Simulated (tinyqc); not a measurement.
Inside a calculation (part 2 of 2). Method: UHF in the sto-3g basis, for BeH2, spin multiplicity 1. Computed by tinyqc, a small Python program that keeps every step (integrals from PySCF). Command: `OMP_NUM_THREADS=1 python tinyqc.py 31551 31552 out.jsonl` (the two numbers bound the seeds that draw the settings). One thread of a shared host (Intel(R) Xeon(R) Processor @ 2.60GHz), about 0.1 s of CPU time with the checks.

Geometry (angstrom):
```
atom        x         y        z
Be    0.00000   0.00000  0.00000
H     0.00000   1.46400  0.03700
H     0.00000  -1.46400  0.03700
```

## Iteration 2: building the Fock matrix

D(alpha) after iteration 1:
```
           1Be 1s    1Be 2s   1Be 2px   1Be 2py   1Be 2pz     2H 1s     3H 1s
1Be 1s    1.02313  -0.07499  -0.06569   0.00000  -0.00264  -0.08242  -0.08242
1Be 2s   -0.07499   0.29714   0.18238   0.00000   0.00714   0.20406   0.20406
1Be 2px  -0.06569   0.18238   0.11233   0.00000   0.00440   0.12585   0.12585
1Be 2py   0.00000   0.00000   0.00000   0.26141   0.00000   0.20965  -0.20965
1Be 2pz  -0.00264   0.00714   0.00440   0.00000   0.00017   0.00493   0.00493
2H 1s    -0.08242   0.20406   0.12585   0.20965   0.00493   0.30922  -0.02705
3H 1s    -0.08242   0.20406   0.12585  -0.20965   0.00493  -0.02705   0.30922
```

D(beta) after iteration 1:
```
           1Be 1s    1Be 2s   1Be 2px   1Be 2py   1Be 2pz     2H 1s     3H 1s
1Be 1s    1.02313  -0.07499   0.06569   0.00000  -0.00264  -0.08242  -0.08242
1Be 2s   -0.07499   0.29714  -0.18238   0.00000   0.00714   0.20406   0.20406
1Be 2px   0.06569  -0.18238   0.11233   0.00000  -0.00440  -0.12585  -0.12585
1Be 2py   0.00000   0.00000   0.00000   0.26141   0.00000   0.20965  -0.20965
1Be 2pz  -0.00264   0.00714  -0.00440   0.00000   0.00017   0.00493   0.00493
2H 1s    -0.08242   0.20406  -0.12585   0.20965   0.00493   0.30922  -0.02705
3H 1s    -0.08242   0.20406  -0.12585  -0.20965   0.00493  -0.02705   0.30922
```

core Hamiltonian H = T + V (hartree):
```
           1Be 1s    1Be 2s   1Be 2px   1Be 2py   1Be 2pz     2H 1s     3H 1s
1Be 1s   -8.58981  -2.11981   0.00000   0.00000  -0.00076  -0.43726  -0.43726
1Be 2s   -2.11981  -2.79177   0.00000   0.00000  -0.00676  -1.10946  -1.10946
1Be 2px   0.00000   0.00000  -2.25557   0.00000   0.00000   0.00000   0.00000
1Be 2py   0.00000   0.00000   0.00000  -2.46051   0.00000  -1.19273   1.19273
1Be 2pz  -0.00076  -0.00676   0.00000   0.00000  -2.25570  -0.03079  -0.03079
2H 1s    -0.43726  -1.10946   0.00000  -1.19273  -0.03079  -2.08588  -0.07831
3H 1s    -0.43726  -1.10946   0.00000   1.19273  -0.03079  -0.07831  -2.08588
```

nuclear repulsion = 3.0714856 hartree

Given earlier and not repeated: Two-electron integrals (ij|kl) in chemists' order.

J_ij = sum D_kl (ij|kl) with D = D(alpha) + D(beta), K_ij = sum D_kl (ik|jl) for each spin; F = H + J - K(s); E = tr D H + tr D J / 2 - 0.5 sum_s tr D(s) K(s) + E_nn.

Coulomb J (hartree):
```
          1Be 1s   1Be 2s  1Be 2px   1Be 2py  1Be 2pz    2H 1s     3H 1s
1Be 1s   6.40376  1.24359  0.00000   0.00000  0.00158  0.25204   0.25204
1Be 2s   1.24359  2.62864  0.00000   0.00000  0.01004  1.02682   1.02682
1Be 2px  0.00000  0.00000  2.56755   0.00000  0.00000  0.00000   0.00000
1Be 2py  0.00000  0.00000  0.00000   2.75171  0.00000  1.19881  -1.19881
1Be 2pz  0.00158  0.01004  0.00000   0.00000  2.55678  0.03157   0.03157
2H 1s    0.25204  1.02682  0.00000   1.19881  0.03157  2.36274   0.06051
3H 1s    0.25204  1.02682  0.00000  -1.19881  0.03157  0.06051   2.36274
```

exchange K(alpha) (hartree):
```
           1Be 1s   1Be 2s  1Be 2px   1Be 2py   1Be 2pz    2H 1s     3H 1s
1Be 1s    2.31246  0.41049  0.00009   0.00000  -0.00008  0.08513   0.08513
1Be 2s    0.41049  0.41367  0.12514   0.00000   0.00917  0.27067   0.27067
1Be 2px   0.00009  0.12514  0.12205   0.00000   0.00298  0.07028   0.07028
1Be 2py   0.00000  0.00000  0.00000   0.46799   0.00000  0.32023  -0.32023
1Be 2pz  -0.00008  0.00917  0.00298   0.00000   0.07448  0.00795   0.00795
2H 1s     0.08513  0.27067  0.07028   0.32023   0.00795  0.53441   0.00110
3H 1s     0.08513  0.27067  0.07028  -0.32023   0.00795  0.00110   0.53441
```

exchange K(beta) (hartree):
```
           1Be 1s    1Be 2s   1Be 2px   1Be 2py   1Be 2pz     2H 1s     3H 1s
1Be 1s    2.31246   0.41049  -0.00009   0.00000  -0.00008   0.08513   0.08513
1Be 2s    0.41049   0.41367  -0.12514   0.00000   0.00917   0.27067   0.27067
1Be 2px  -0.00009  -0.12514   0.12205   0.00000  -0.00298  -0.07028  -0.07028
1Be 2py   0.00000   0.00000   0.00000   0.46799   0.00000   0.32023  -0.32023
1Be 2pz  -0.00008   0.00917  -0.00298   0.00000   0.07448   0.00795   0.00795
2H 1s     0.08513   0.27067  -0.07028   0.32023   0.00795   0.53441   0.00110
3H 1s     0.08513   0.27067  -0.07028  -0.32023   0.00795   0.00110   0.53441
```

F(alpha) (hartree):
```
           1Be 1s    1Be 2s   1Be 2px   1Be 2py   1Be 2pz     2H 1s     3H 1s
1Be 1s   -4.49851  -1.28670  -0.00009   0.00000   0.00090  -0.27035  -0.27035
1Be 2s   -1.28670  -0.57680  -0.12514   0.00000  -0.00588  -0.35331  -0.35331
1Be 2px  -0.00009  -0.12514   0.18994   0.00000  -0.00298  -0.07028  -0.07028
1Be 2py   0.00000   0.00000   0.00000  -0.17679   0.00000  -0.31416   0.31416
1Be 2pz   0.00090  -0.00588  -0.00298   0.00000   0.22660  -0.00717  -0.00717
2H 1s    -0.27035  -0.35331  -0.07028  -0.31416  -0.00717  -0.25755  -0.01889
3H 1s    -0.27035  -0.35331  -0.07028   0.31416  -0.00717  -0.01889  -0.25755
```

F(beta) (hartree):
```
           1Be 1s    1Be 2s  1Be 2px   1Be 2py   1Be 2pz     2H 1s     3H 1s
1Be 1s   -4.49851  -1.28670  0.00009   0.00000   0.00090  -0.27035  -0.27035
1Be 2s   -1.28670  -0.57680  0.12514   0.00000  -0.00588  -0.35331  -0.35331
1Be 2px   0.00009   0.12514  0.18994   0.00000   0.00298   0.07028   0.07028
1Be 2py   0.00000   0.00000  0.00000  -0.17679   0.00000  -0.31416   0.31416
1Be 2pz   0.00090  -0.00588  0.00298   0.00000   0.22660  -0.00717  -0.00717
2H 1s    -0.27035  -0.35331  0.07028  -0.31416  -0.00717  -0.25755  -0.01889
3H 1s    -0.27035  -0.35331  0.07028   0.31416  -0.00717  -0.01889  -0.25755
```

total energy of this density = -15.4817373 hartree

## Iteration 2: diagonalisation and new density

X:
```
           1Be 1s    1Be 2s  1Be 2px   1Be 2py   1Be 2pz     2H 1s     3H 1s
1Be 1s    1.02857  -0.15239  0.00000   0.00000  -0.00049   0.02042   0.02042
1Be 2s   -0.15239   1.20120  0.00000   0.00000   0.00512  -0.26523  -0.26523
1Be 2px   0.00000   0.00000  1.00000   0.00000   0.00000   0.00000   0.00000
1Be 2py   0.00000   0.00000  0.00000   1.29234   0.00000  -0.37398   0.37398
1Be 2pz  -0.00049   0.00512  0.00000   0.00000   1.00015  -0.00782  -0.00782
2H 1s     0.02042  -0.26523  0.00000  -0.37398  -0.00782   1.23187  -0.07674
3H 1s     0.02042  -0.26523  0.00000   0.37398  -0.00782  -0.07674   1.23187
```

Diagonalise F' = X^T F X, C = X C', fill 3 alpha and 3 beta electrons from the bottom; D(s) = C_occ C_occ^T. Each column has its largest component positive (the first on a tie).

F' = X^T F X (alpha) (hartree):
```
          1         2         3         4         5         6         7
1  -4.38779  -0.70265   0.01611   0.00000   0.00079  -0.02474  -0.02474
2  -0.70265  -0.09805  -0.11304   0.00000   0.00137  -0.29054  -0.29054
3   0.01611  -0.11304   0.18994   0.00000  -0.00252  -0.04797  -0.04797
4   0.00000   0.00000   0.00000   0.24531   0.00000  -0.41692   0.41692
5   0.00079   0.00137  -0.00252   0.00000   0.22684  -0.00878  -0.00878
6  -0.02474  -0.29054  -0.04797  -0.41692  -0.00878   0.06932  -0.08751
7  -0.02474  -0.29054  -0.04797   0.41692  -0.00878  -0.08751   0.06932
```

orbital energies (alpha) (hartree): MO1 -4.50217, MO2 -0.42804, MO3 -0.39020, MO4 0.21014, MO5 0.22649, MO6 0.40634, MO7 0.79235

coefficients C (alpha):
```
              MO1       MO2       MO3       MO4       MO5       MO6       MO7
1Be 1s    0.99146  -0.21103   0.00000   0.00008   0.01481  -0.23295   0.00000
1Be 2s    0.03290   0.56647   0.00000   0.09121  -0.05735   1.12838   0.00000
1Be 2px   0.00078   0.20332   0.00000   0.96115   0.06023  -0.17673   0.00000
1Be 2py   0.00000   0.00000   0.49125   0.00000   0.00000   0.00000   1.30711
1Be 2pz  -0.00007   0.00856   0.00000  -0.05244   0.99674   0.06434   0.00000
2H 1s    -0.00392   0.38957   0.42398  -0.21821   0.01426  -0.73374  -0.90351
3H 1s    -0.00392   0.38957  -0.42398  -0.21821   0.01426  -0.73374   0.90351
```

F' = X^T F X (beta) (hartree):
```
          1         2         3         4         5         6         7
1  -4.38779  -0.70265  -0.01611   0.00000   0.00079  -0.02474  -0.02474
2  -0.70265  -0.09805   0.11304   0.00000   0.00137  -0.29054  -0.29054
3  -0.01611   0.11304   0.18994   0.00000   0.00252   0.04797   0.04797
4   0.00000   0.00000   0.00000   0.24531   0.00000  -0.41692   0.41692
5   0.00079   0.00137   0.00252   0.00000   0.22684  -0.00878  -0.00878
6  -0.02474  -0.29054   0.04797  -0.41692  -0.00878   0.06932  -0.08751
7  -0.02474  -0.29054   0.04797   0.41692  -0.00878  -0.08751   0.06932
```

orbital energies (beta) (hartree): MO1 -4.50217, MO2 -0.42804, MO3 -0.39020, MO4 0.21014, MO5 0.22649, MO6 0.40634, MO7 0.79235

coefficients C (beta):
```
              MO1       MO2       MO3       MO4       MO5       MO6       MO7
1Be 1s    0.99146  -0.21103   0.00000  -0.00008   0.01481  -0.23295   0.00000
1Be 2s    0.03290   0.56647   0.00000  -0.09121  -0.05735   1.12838   0.00000
1Be 2px  -0.00078  -0.20332   0.00000   0.96115  -0.06023   0.17673   0.00000
1Be 2py   0.00000   0.00000   0.49125   0.00000   0.00000   0.00000   1.30711
1Be 2pz  -0.00007   0.00856   0.00000   0.05244   0.99674   0.06434   0.00000
2H 1s    -0.00392   0.38957   0.42398   0.21821   0.01426  -0.73374  -0.90351
3H 1s    -0.00392   0.38957  -0.42398   0.21821   0.01426  -0.73374   0.90351
```

D(alpha) after iteration 2:
```
           1Be 1s    1Be 2s   1Be 2px   1Be 2py   1Be 2pz     2H 1s     3H 1s
1Be 1s    1.02752  -0.08692  -0.04213   0.00000  -0.00187  -0.08610  -0.08610
1Be 2s   -0.08692   0.32197   0.11520   0.00000   0.00485   0.22055   0.22055
1Be 2px  -0.04213   0.11520   0.04134   0.00000   0.00174   0.07920   0.07920
1Be 2py   0.00000   0.00000   0.00000   0.24133   0.00000   0.20828  -0.20828
1Be 2pz  -0.00187   0.00485   0.00174   0.00000   0.00007   0.00333   0.00333
2H 1s    -0.08610   0.22055   0.07920   0.20828   0.00333   0.33154  -0.02798
3H 1s    -0.08610   0.22055   0.07920  -0.20828   0.00333  -0.02798   0.33154
```

D(beta) after iteration 2:
```
           1Be 1s    1Be 2s   1Be 2px   1Be 2py   1Be 2pz     2H 1s     3H 1s
1Be 1s    1.02752  -0.08692   0.04213   0.00000  -0.00187  -0.08610  -0.08610
1Be 2s   -0.08692   0.32197  -0.11520   0.00000   0.00485   0.22055   0.22055
1Be 2px   0.04213  -0.11520   0.04134   0.00000  -0.00174  -0.07920  -0.07920
1Be 2py   0.00000   0.00000   0.00000   0.24133   0.00000   0.20828  -0.20828
1Be 2pz  -0.00187   0.00485  -0.00174   0.00000   0.00007   0.00333   0.00333
2H 1s    -0.08610   0.22055  -0.07920   0.20828   0.00333   0.33154  -0.02798
3H 1s    -0.08610   0.22055  -0.07920  -0.20828   0.00333  -0.02798   0.33154
```

## Iteration 20 (converged): orbitals

converged F(alpha) (hartree):
```
           1Be 1s    1Be 2s   1Be 2px   1Be 2py   1Be 2pz     2H 1s     3H 1s
1Be 1s   -4.52346  -1.28867   0.00000   0.00000   0.00059  -0.27081  -0.27081
1Be 2s   -1.28867  -0.60988  -0.00003   0.00000  -0.00497  -0.37131  -0.37131
1Be 2px   0.00000  -0.00003   0.21373   0.00000   0.00000  -0.00002  -0.00002
1Be 2py   0.00000   0.00000   0.00000  -0.18505   0.00000  -0.31731   0.31731
1Be 2pz   0.00059  -0.00497   0.00000   0.00000   0.21357  -0.00631  -0.00631
2H 1s    -0.27081  -0.37131  -0.00002  -0.31731  -0.00631  -0.26507  -0.02718
3H 1s    -0.27081  -0.37131  -0.00002   0.31731  -0.00631  -0.02718  -0.26507
```

converged F(beta) (hartree):
```
           1Be 1s    1Be 2s  1Be 2px   1Be 2py   1Be 2pz     2H 1s     3H 1s
1Be 1s   -4.52346  -1.28867  0.00000   0.00000   0.00059  -0.27081  -0.27081
1Be 2s   -1.28867  -0.60988  0.00003   0.00000  -0.00497  -0.37131  -0.37131
1Be 2px   0.00000   0.00003  0.21373   0.00000   0.00000   0.00002   0.00002
1Be 2py   0.00000   0.00000  0.00000  -0.18505   0.00000  -0.31731   0.31731
1Be 2pz   0.00059  -0.00497  0.00000   0.00000   0.21357  -0.00631  -0.00631
2H 1s    -0.27081  -0.37131  0.00002  -0.31731  -0.00631  -0.26507  -0.02718
3H 1s    -0.27081  -0.37131  0.00002   0.31731  -0.00631  -0.02718  -0.26507
```

As before.

F' = X^T F X (alpha) (hartree):
```
          1         2         3         4         5         6         7
1  -4.41417  -0.69708   0.00000   0.00000   0.00037  -0.02360  -0.02360
2  -0.69708  -0.12499  -0.00003   0.00000   0.00211  -0.30265  -0.30265
3   0.00000  -0.00003   0.21373   0.00000   0.00000  -0.00001  -0.00001
4   0.00000   0.00000   0.00000   0.23785   0.00000  -0.41953   0.41953
5   0.00037   0.00211   0.00000   0.00000   0.21379  -0.00792  -0.00792
6  -0.02360  -0.30265  -0.00001  -0.41953  -0.00792   0.07006  -0.09197
7  -0.02360  -0.30265  -0.00001   0.41953  -0.00792  -0.09197   0.07006
```

orbital energies (alpha) (hartree): MO1 -4.52685, MO2 -0.43459, MO3 -0.39458, MO4 0.21338, MO5 0.21373, MO6 0.40077, MO7 0.79446

coefficients C (alpha):
```
              MO1       MO2       MO3       MO4       MO5       MO6       MO7
1Be 1s    0.99180  -0.21623   0.00000   0.01311   0.00001  -0.22674   0.00000
1Be 2s    0.03157   0.58640   0.00000  -0.05682  -0.00004   1.12193   0.00000
1Be 2px   0.00000   0.00005   0.00000  -0.00109   1.00000  -0.00004   0.00000
1Be 2py   0.00000   0.00000   0.49849   0.00000   0.00000   0.00000   1.30437
1Be 2pz  -0.00001   0.00585   0.00000   0.99833   0.00109   0.06132   0.00000
2H 1s    -0.00360   0.39262   0.41897   0.02636  -0.00002  -0.76362  -0.90585
3H 1s    -0.00360   0.39262  -0.41897   0.02636  -0.00002  -0.76362   0.90585
```

F' = X^T F X (beta) (hartree):
```
          1         2        3         4         5         6         7
1  -4.41417  -0.69708  0.00000   0.00000   0.00037  -0.02360  -0.02360
2  -0.69708  -0.12499  0.00003   0.00000   0.00211  -0.30265  -0.30265
3   0.00000   0.00003  0.21373   0.00000   0.00000   0.00001   0.00001
4   0.00000   0.00000  0.00000   0.23785   0.00000  -0.41953   0.41953
5   0.00037   0.00211  0.00000   0.00000   0.21379  -0.00792  -0.00792
6  -0.02360  -0.30265  0.00001  -0.41953  -0.00792   0.07006  -0.09197
7  -0.02360  -0.30265  0.00001   0.41953  -0.00792  -0.09197   0.07006
```

orbital energies (beta) (hartree): MO1 -4.52685, MO2 -0.43459, MO3 -0.39458, MO4 0.21338, MO5 0.21373, MO6 0.40077, MO7 0.79446

coefficients C (beta):
```
              MO1       MO2       MO3       MO4       MO5       MO6       MO7
1Be 1s    0.99180  -0.21623   0.00000   0.01311  -0.00001  -0.22674   0.00000
1Be 2s    0.03157   0.58640   0.00000  -0.05682   0.00004   1.12193   0.00000
1Be 2px   0.00000  -0.00005   0.00000   0.00109   1.00000   0.00004   0.00000
1Be 2py   0.00000   0.00000   0.49849   0.00000   0.00000   0.00000   1.30437
1Be 2pz  -0.00001   0.00585   0.00000   0.99833  -0.00109   0.06132   0.00000
2H 1s    -0.00360   0.39262   0.41897   0.02636   0.00002  -0.76362  -0.90585
3H 1s    -0.00360   0.39262  -0.41897   0.02636   0.00002  -0.76362   0.90585
```

D(alpha) after iteration 20:
```
           1Be 1s    1Be 2s   1Be 2px   1Be 2py   1Be 2pz     2H 1s     3H 1s
1Be 1s    1.03042  -0.09549  -0.00001   0.00000  -0.00128  -0.08847  -0.08847
1Be 2s   -0.09549   0.34486   0.00003   0.00000   0.00343   0.23012   0.23012
1Be 2px  -0.00001   0.00003   0.00000   0.00000   0.00000   0.00002   0.00002
1Be 2py   0.00000   0.00000   0.00000   0.24849   0.00000   0.20885  -0.20885
1Be 2pz  -0.00128   0.00343   0.00000   0.00000   0.00003   0.00229   0.00229
2H 1s    -0.08847   0.23012   0.00002   0.20885   0.00229   0.32969  -0.02137
3H 1s    -0.08847   0.23012   0.00002  -0.20885   0.00229  -0.02137   0.32969
```

D(beta) after iteration 20:
```
           1Be 1s    1Be 2s   1Be 2px   1Be 2py   1Be 2pz     2H 1s     3H 1s
1Be 1s    1.03042  -0.09549   0.00001   0.00000  -0.00128  -0.08847  -0.08847
1Be 2s   -0.09549   0.34486  -0.00003   0.00000   0.00343   0.23012   0.23012
1Be 2px   0.00001  -0.00003   0.00000   0.00000   0.00000  -0.00002  -0.00002
1Be 2py   0.00000   0.00000   0.00000   0.24849   0.00000   0.20885  -0.20885
1Be 2pz  -0.00128   0.00343   0.00000   0.00000   0.00003   0.00229   0.00229
2H 1s    -0.08847   0.23012  -0.00002   0.20885   0.00229   0.32969  -0.02137
3H 1s    -0.08847   0.23012  -0.00002  -0.20885   0.00229  -0.02137   0.32969
```

## Convergence

Stop when the energy changes by less than 1e-08 hartree and every element of the error matrix X^T (F D S - S D F) X (for each spin) is below 3e-05.

Course of the cycle:
```
iteration  E (hartree)     change  largest element of the error matrix
1          -14.7294268          -                             2.86e-01
2          -15.4817373  -7.52e-01                             6.25e-02
3          -15.5199051  -3.82e-02                             3.56e-02
4          -15.5326077  -1.27e-02                             2.15e-02
5          -15.5373562  -4.75e-03                             1.34e-02
6          -15.5391962  -1.84e-03                             8.36e-03
7          -15.5399189  -7.23e-04                             5.25e-03
8          -15.5402042  -2.85e-04                             3.30e-03
9          -15.5403171  -1.13e-04                             2.08e-03
10         -15.5403618  -4.47e-05                             1.31e-03
11         -15.5403795  -1.77e-05                             8.23e-04
12         -15.5403865  -7.01e-06                             5.18e-04
13         -15.5403892  -2.78e-06                             3.26e-04
14         -15.5403903  -1.10e-06                             2.05e-04
15         -15.5403908  -4.35e-07                             1.29e-04
16         -15.5403910  -1.72e-07                             8.13e-05
17         -15.5403910  -6.83e-08                             5.11e-05
18         -15.5403910  -2.71e-08                             3.22e-05
19         -15.5403911  -1.07e-08                             2.03e-05
20         -15.5403911  -4.24e-09                             1.27e-05
```

PySCF UHF in the same basis, after a stability check = -15.5403911 hartree

Converged in 20 iterations.

## Populations, bond orders and dipole

overlap S:
```
          1Be 1s   1Be 2s  1Be 2px   1Be 2py  1Be 2pz    2H 1s     3H 1s
1Be 1s   1.00000  0.25952  0.00000   0.00000  0.00000  0.05284   0.05284
1Be 2s   0.25952  1.00000  0.00000   0.00000  0.00000  0.41062   0.41062
1Be 2px  0.00000  0.00000  1.00000   0.00000  0.00000  0.00000   0.00000
1Be 2py  0.00000  0.00000  0.00000   1.00000  0.00000  0.48826  -0.48826
1Be 2pz  0.00000  0.00000  0.00000   0.00000  1.00000  0.01234   0.01234
2H 1s    0.05284  0.41062  0.00000   0.48826  0.01234  1.00000   0.02124
3H 1s    0.05284  0.41062  0.00000  -0.48826  0.01234  0.02124   1.00000
```

Mulliken: Z minus the diagonal of D S on the atom; Loewdin: the same with S^(1/2) D S^(1/2); Mayer order: 2 sum_s sum (D(s) S)_ij (D(s) S)_ji over the two atoms.

Charges (e):
```
atom  Mulliken   Loewdin  Mulliken spin
1Be    0.08423   0.07048              0
2H    -0.04211  -0.03524              0
3H    -0.04211  -0.03524              0
```

Mayer bond orders:
```
pair    order
2-1   0.99542
3-1   0.99542
3-2   0.00281
```

dipole moment about the origin, x y z (debye): 0.00000  0.00000  -0.11494

<S^2> of the determinant (pure state: 0) = 9.18e-09
